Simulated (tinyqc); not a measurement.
# Input admittance of a MOSFET at zero drain bias: distributed channel and distributed gate, step by step

Computed by the program tinyqc: `OMP_NUM_THREADS=1 python tinyqc.py 2262018 2262019 out.jsonl`, one thread of a shared Intel Xeon 2.30GHz, about 0.01 s for the whole run. Printed values are rounded.

Source and drain grounded, strong inversion, w = 2 pi f, Cox = eps0 eox/tox. The channel is an RC line of resistance 1/(mu Cox Vo) per square fed from both ends, so one finger has the intrinsic admittance y = i w Cox L tanh(g)/g per width, g = (1/2) sqrt(i w tau), tau = L^2/(mu Vo). The vertical resistance rv/L is in series with y, the overlaps 2 i w Cov in parallel: y_t = 1/(1/y + rv/L) + 2 i w Cov. The gate strip is a line of Rsh/L per length loaded by y_t, so a finger has Y = y_t Wf tanh(k)/k, k = (Wf/sd) sqrt(y_t Rsh/L); the device has Nf Y.

Parameters, values chosen for the exercise; values of the order met in silicon radio-frequency transistors:
```
symbol,value,unit,meaning
eox,3.9,,relative permittivity of the gate insulator (close to silicon dioxide)
tox,4.2,nm,insulator thickness
L,1.2,um,channel length
Wf,6.1,um,finger width
Nf,1,,number of fingers
mu,380,cm^2/(V s),channel mobility
Vo,0.57,V,gate overdrive
Rsh,6.4,ohm/square,sheet resistance of the gate
rv,0,ohm um^2,vertical resistivity of the gate stack
sd,1,,number of ends at which a finger is contacted
Cov,0.21,fF/um,overlap and fringe capacitance on each side
f,7.3,GHz,frequency
```

Constants: eps0 = 8.8541878128e-14 F/cm where lengths are in cm. Results are converted to the units shown.

## Low-frequency resistances and capacitance

Low-frequency limits, with c = Cox L and ct = c + 2 Cov: R_strip = Rsh Wf/(3 sd^2 L Nf), R_ch = (c/ct)^2 L/(12 mu Cox Vo Wf Nf), R_vert = (c/ct)^2 rv/(L Wf Nf), C = ct Wf Nf.

parts (ohm): strip 10.8444, channel 84.6910, vertical 0
sum = 95.5354 ohm
C = 62.7452 fF
1/(2 pi R C) = 26.5507 GHz

The channel term is the largest, 88.6 % of the sum.

## Admittance of the channel and stack per width

tau, g, c = Cox L, y and y_t as defined.

tau = 66.4820 ps
g = 0.617388+0.617388i
c = 9.86609 fF/um
y = 105.116+420.516i uS/um
y_t = 105.116+439.781i uS/um

w tau = 3.05, and Im y is 0.929 of w c.

## Input impedance of the device

k and Y as defined; Z = 1/(Nf Y) = R + 1/(i w C); Q = |Im Z|/R; signal at the point farthest from a contact |1/cosh k|.

k = 0.235154+0.185572i
Nf Y = 0.71282+2.64318i mS
R = 95.1118 ohm
C = 61.8179 fF
Q = 3.70808
signal at the far point = 0.989042

R is 0.44 % below its low-frequency limit and C is 1.5 % below its own.
